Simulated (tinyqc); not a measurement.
Bias-temperature instability, empirical power law with universal recovery: two steps of the calculation.

Threshold-voltage shift at the end of a stress: dV = A (V/V0)^g exp[-(Ea q/kB)(1/T - 1/T0)] (t/1 s)^n. After a delay tr the permanent share pp stays and the rest falls by r = 1/(1 + B (tr/t)^be). An empirical model: its parameters are fits, not properties.

Values chosen for this exercise: reference stress voltage V0 = 1.4 V; reference temperature T0 = 373 K; shift after 1 s at V0 and T0 A = 4.3 mV; time exponent n = 0.2; voltage exponent g = 5.1; apparent activation energy of the shift Ea = 0.18 eV; permanent share pp = 0.45; recovery scale B = 2.8; recovery dispersion be = 0.2; use voltage V = 0.96 V; use temperature T = 378 K; failure criterion dc = 70 mV; delay before the measurement tr = 0.1 s.

Constants: q = 1.602176634e-19 C, kB = 1.380649e-23 J/K. Results are converted to the units shown.

Problem 1. Shift and lifetime at use conditions. The lifetime solves dV = dc; ten years are 3.15576e8 s.

Find: voltage factor; temperature factor; shift after ten years; lifetime; largest voltage for ten years.

Solution 1.

voltage factor = 0.14599
temperature factor = 1.0769
shift after ten years = 33.868 mV
lifetime = 377.2 years
largest voltage for ten years = 1.1069 V

The device passes: the shift at ten years is below dc. A lifetime beyond 100 years is a far extrapolation of the power law. In time the voltage exponent is g/n = 25.5 and the activation energy Ea/n = 0.900 eV.

Problem 2. What a delayed measurement sees. At V0 and T0, measured shift = dV [pp + (1 - pp) r]; the apparent exponent is the slope of ln(shift) against ln t between the first and last point.

t, point 0 to 2 (s): 100  1000  10000

Wanted: dV; share left; measured; apparent n.

Solution 2.

```
point  dV (mV)  share left  measured (mV)
0       10.801     0.77290         8.3481
1       17.119     0.83095         14.225
2       27.131     0.87969         23.867
```

apparent n = 0.22810

The delay hides 12.0 % of the last shift and raises the exponent from 0.2 to 0.228, since short stresses recover by a larger share.

Numbers from tinyqc (`OMP_NUM_THREADS=1 python tinyqc.py 2070011 2070012 out.jsonl`; about 0.01 s on one thread of a shared Intel Xeon 2.30GHz).
